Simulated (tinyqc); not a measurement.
Two-band massive Dirac model of the K valleys: one step. H at one k. Four cases, with inputs chosen for the exercise.

Question. Fill in the matrix and diagonalise: E = lam tau sz/2 -/+ sqrt(G^2/4 + a^2 t^2 k^2).

Basis (conduction, valence): H = [[D/2, a t (tau kx - i ky)], [a t (tau kx + i ky), -D/2 + lam tau sz]], valley tau = +/-1, spin sz = +/-1. The gap of a spin and valley is G = D - lam tau sz. Berry curvature Omega = curl of i<u|grad u>; for the conduction band Omega_c = -tau 2 a^2 t^2 G/(G^2 + 4 a^2 t^2 k^2)^(3/2), and Omega_v = -Omega_c.

Case 1.

Values chosen (near those used for monolayer WS2; shifted at random, so the results belong to these values and not to a real crystal): a = 3.202 angstrom (lattice constant); D = 1.86 eV (gap parameter); t = 1.33 eV (effective hopping); lam = 0.225 eV (half the valence spin splitting); tau = 1 (valley); sz = -1 (spin); k = (0.049, 0.116) 1/angstrom (wave vector from the valley).

Case 2.

Values chosen (near those used for monolayer MoSe2; shifted at random, so the results belong to these values and not to a real crystal): a = 3.316 angstrom (lattice constant); D = 1.46 eV (gap parameter); t = 0.99 eV (effective hopping); lam = 0.088 eV (half the valence spin splitting); tau = -1 (valley); sz = -1 (spin); k = (0.061, 0.111) 1/angstrom (wave vector from the valley).

Case 3.

Values chosen (near those used for monolayer MoSe2; shifted at random, so the results belong to these values and not to a real crystal): a = 3.316 angstrom (lattice constant); D = 1.57 eV (gap parameter); t = 1 eV (effective hopping); lam = 0.088 eV (half the valence spin splitting); tau = -1 (valley); sz = 1 (spin); k = (-0.042, 0.118) 1/angstrom (wave vector from the valley).

Case 4.

Values chosen (near those used for monolayer WSe2; shifted at random, so the results belong to these values and not to a real crystal): a = 3.313 angstrom (lattice constant); D = 1.57 eV (gap parameter); t = 1.26 eV (effective hopping); lam = 0.242 eV (half the valence spin splitting); tau = 1 (valley); sz = -1 (spin); k = (0.097, 0.094) 1/angstrom (wave vector from the valley).

Give: H; levels; cos(theta) = G/(E+ - E-).

Answer.

Case 1.

H (eV):
```
,c,v
c,0.9300,0.2087-0.4940i
v,0.2087+0.4940i,-1.1550
```

levels (eV): -1.2848  1.0598

cos(theta) = G/(E+ - E-) = 0.8892

Case 2.

H (eV):
```
,c,v
c,0.7300,-0.2003-0.3644i
v,-0.2003+0.3644i,-0.6420
```

levels (eV): -0.7582  0.8462

cos(theta) = G/(E+ - E-) = 0.8552

Case 3.

H (eV):
```
,c,v
c,0.7850,0.1393-0.3913i
v,0.1393+0.3913i,-0.8730
```

levels (eV): -0.9712  0.8832

cos(theta) = G/(E+ - E-) = 0.8941

Case 4.

H (eV):
```
,c,v
c,0.7850,0.4049-0.3924i
v,0.4049+0.3924i,-1.0270
```

levels (eV): -1.1881  0.9461

cos(theta) = G/(E+ - E-) = 0.8490

Computed by tinyqc, one run a case: `OMP_NUM_THREADS=1 python tinyqc.py N N+1 out.jsonl` with N = 1451576, 1451940, 1452178, 1452535; one thread of a shared Intel(R) Xeon(R) Processor @ 2.30GHz, about 0.01 s a run at most.
